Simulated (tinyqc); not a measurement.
Inside a calculation. Model: low-temperature mobility of a two-dimensional electron gas with static screening. Computed by tinyqc, a small Python program that keeps every step. Command: `OMP_NUM_THREADS=1 python tinyqc.py 3027030 3027031 out.jsonl twodeg walk`. One thread of a shared host (Intel(R) Xeon(R) Processor @ 2.30GHz), about 0.01 s of CPU time with the checks. Intermediate numbers are printed to about 7 digits and carried at full precision; extremes and crossings named in words are read from the listed rows.

One subband is filled, the gas is degenerate and scatters at the Fermi circle; one permittivity serves on both sides of the interface. All formulas are in SI units, masses times m_0. Piezoelectric and polar phonons are left out, and n_s is taken as set by a gate, independent of N_i.

Inputs (values chosen for the exercise, modelled on a silicon inversion layer):

| quantity | value | unit |
|---|---|---|
| in-plane mass m | 0.192 | m_0 |
| mass across the layer m_z | 0.89 | m_0 |
| permittivity eps | 11.8 | - |
| valley degeneracy g_v | 2 | - |
| sheet density n_s | 3.8e+12 | 1/cm^2 |
| depletion charge N_d | 7.6e+11 | 1/cm^2 |
| roughness height Delta | 0.36 | nm |
| correlation length Lambda | 8.2 | nm |
| remote charge density N_i | 1.8e+12 | 1/cm^2 |
| distance d of the charges from the interface | 0.33 | nm |
| density rho | 2329 | kg/m^3 |
| sound velocity v_l | 9180 | m/s |
| deformation potential D_A | 11 | eV |
| temperature T | 60 | K |

Wave function: Fang-Howard. Roughness spectrum: exponential.

Constants: m_0 = 9.1093837015e-31 kg; e = 1.602176634e-19 C; eps_0 = 8.8541878128e-12 F/m; hbar = 1.054571817e-34 J s; k_B = 1.380649e-23 J/K.

## Fermi circle, screening and layer thickness

k_F = sqrt(2 pi n_s/g_v); E_F = hbar^2 k_F^2/(2 m); q_TF = g_v m e^2/(2 pi eps eps_0 hbar^2); Fang-Howard parameter b = [12 m_z e^2 (N_d + 11 n_s/32)/(eps eps_0 hbar^2)]^(1/3), mean depth 3/b; effective field F = e (N_d + n_s/2)/(eps eps_0).

k_F = 0.3455149 1/nm

E_F = 23.68946 meV

q_TF = 1.229923 1/nm

b = 1.643717 1/nm

mean depth = 1.825132 nm

effective field F = 0.4079071 MV/cm

q_TF/(2 k_F) = 1.78: screening is strong for back-scattering.

## The integrands at a few angles

Form factors with u = q/b: screening G(q) = [1 + 9u/8 + 3u^2/8]/(1 + u)^3, remote charge P(q) = exp(-q d)/(1 + u)^3. Dielectric function eps(q) = 1 + q_TF G(q)/q, with q = 2 k_F sin(theta/2). Roughness: <|U|^2> = (e F)^2 S(q), S = pi Delta^2 Lambda^2/(1 + q^2 Lambda^2/2)^(3/2). Remote charges: <|U|^2> = N_i [e^2 P(q)/(2 eps eps_0 q)]^2. The last two columns are (m/(pi hbar^3)) <|U|^2>/eps(q)^2.

Integrands (1e9/(s rad)):

| theta (degrees) | q (1/nm) | G | eps(q) | roughness | remote charges |
|---|---|---|---|---|---|
| 5 | 0.0301423 | 0.9665990 | 40.44102 | 32.4409 | 7628.102 |
| 15 | 0.0901975 | 0.9054724 | 13.34693 | 216.8041 | 6084.090 |
| 30 | 0.1788517 | 0.8266004 | 6.68435 | 415.4859 | 4314.139 |
| 60 | 0.3455149 | 0.7069565 | 3.51654 | 399.8392 | 2213.364 |
| 90 | 0.4886318 | 0.6264063 | 2.57671 | 308.2338 | 1236.127 |
| 135 | 0.6384282 | 0.5580390 | 2.07505 | 228.6447 | 673.020 |
| 180 | 0.6910297 | 0.5371146 | 1.95598 | 205.9961 | 544.670 |

## Interface roughness

1/tau_t = (m/(pi hbar^3)) int_0^pi (1 - cos theta) <|U|^2>/eps(q)^2 dtheta; the quantum rate 1/tau_q drops the factor (1 - cos theta); 200 Gauss-Legendre points in s with theta = pi s^2, s from 0 to 1; mu = e tau_t/m.

tau_t, roughness = 1.238147 ps

tau_q, roughness = 1.120850 ps

roughness mobility = 11342.07 cm^2/(V s)

tau_t/tau_q, roughness = 1.104650

k_F Lambda = 2.83.

## Remote charges

The formulas are those given above.

tau_t, charges = 0.3306734 ps

tau_q, charges = 0.1444769 ps

remote-charge mobility = 3029.140 cm^2/(V s)

tau_t/tau_q, charges = 2.288763

With D = d + 3/b = 2.16 nm, k_F D = 0.74 and q_TF D = 2.65. When both are large, only small angles survive the factor exp(-2 q D) and tau_t/tau_q tends to (2 k_F D)^2, here 2.22; that limit is not reached.

## Acoustic phonons

Unscreened deformation potential in equipartition: 1/tau = m D_A^2 k_B T I/(rho v_l^2 hbar^3), I = int |psi|^4 dz = 3 b/16 for the Fang-Howard function (used for both wave-function options); mu = e tau/m. Bloch-Grueneisen temperature T_BG = 2 hbar v_l k_F/k_B.

acoustic mobility = 15203.53 cm^2/(V s)

T_BG = 48.45430 K

Caution: T is not well above T_BG, where phonon scattering freezes out faster than equipartition says; the acoustic mobility is a lower bound.

## All together

At the Fermi circle the rates add, so 1/mu is the sum; sheet resistance 1/(n_s e mu); mean free path hbar k_F mu/e; the quantum time adds the rates 1/tau_q, with the isotropic acoustic rate e/(m mu).

Mobilities:

| process | mu (cm^2/(V s)) | share of 1/mu (%) |
|---|---|---|
| roughness | 11342.07 | 18.21383 |
| remote charges | 3029.140 | 68.19838 |
| acoustic phonons | 15203.53 | 13.58780 |

mobility mu = 2065.824 cm^2/(V s)

sheet resistance = 795.0832 ohm

mean free path = 46.98140 nm

Dingle ratio tau_t/tau_q = 1.897976

The largest single share of 1/mu (68 %) belongs to remote charges: they are many or near enough that screening leaves their potential the strongest. The Dingle ratio of 1.90 marks mostly large-angle scattering.

Checks made by the program: angular integral against adaptive quadrature (relative difference below 1e-10).
